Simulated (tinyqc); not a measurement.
An offset iteration that does not settle: band offset of a heterojunction with an interface dipole (two-band chains, self-consistent charge).

Sites alternate A, C. Left: A at -G1/2, C at +G1/2, hopping -t1; right: A at D - G2/2, C at D + G2/2, hopping -t2; the bonds across the two interfaces of a ring (C left to A right, C right to A left) have -sqrt(t1 t2). D is the offset of the mid-gaps, so Ev(right) - Ev(left) = D - (G2 - G1)/2 and Ec(right) - Ec(left) = D + (G2 - G1)/2. The closing bond has its sign reversed (antiperiodic ring). Half the levels are filled with two electrons each. The charge moved is q = (electrons on the left) less one a site; the mean over the two interfaces, q/2, is taken as the charge that crosses each, and its dipole opposes the offset: D = D0 - u q/2.

From here on the ring has 24 cells a side.

Inputs chosen for the exercise (gaps near those of InGaAs and InP; the chains and D0 are free models, so the offsets are not those of the real pair; not measured data):
```
symbol  value  unit  meaning
G1      0.73   eV    gap on the left
G2      1.42   eV    gap on the right
t1      1.79   eV    hopping on the left
t2      1.96   eV    hopping on the right
D0      -0.38  eV    mid-gap of the right side above that of the left, without dipole
u       8.6    eV    potential step per electron moved across
mx      1            mixing
```

Start at D = D0; D(out) = D0 - u q(D)/2; D(new) = D + mx (D(out) - D); stop when |D(out) - D| < 1e-7 eV, after 60 steps, or above 50 eV.

Iterations:
```
i    D (eV)         q  D(out) (eV)  D(out) - D
0  -0.38000  -0.19511      0.45897       0.839
1   0.45897   0.23813     -1.40396       -1.86
2  -1.40396  -3.32556     13.91992        15.3
3  13.91992  47.92172   -206.44339        -220
```

Can the last value be used, and what is the cause?

No: the swings grow until D enters the broken-gap range, where whole electrons cross, and the run is stopped at i = 3; the sign of D(out) - D alternates. Near the solution the error is multiplied by 1 - mx (1 + u chi/2) a step, with chi = dq/dD = 0.5055 1/eV, that is -2.17. A rerun with mx = 0.32, near 1/(1 + u chi/2), converges in 5 steps to D = -0.1201 eV.

Program tinyqc; command `OMP_NUM_THREADS=1 python tinyqc.py 1452275 1452276 out.jsonl`; about 0.3 s on one thread of a shared Intel(R) Xeon(R) Processor @ 2.30GHz.
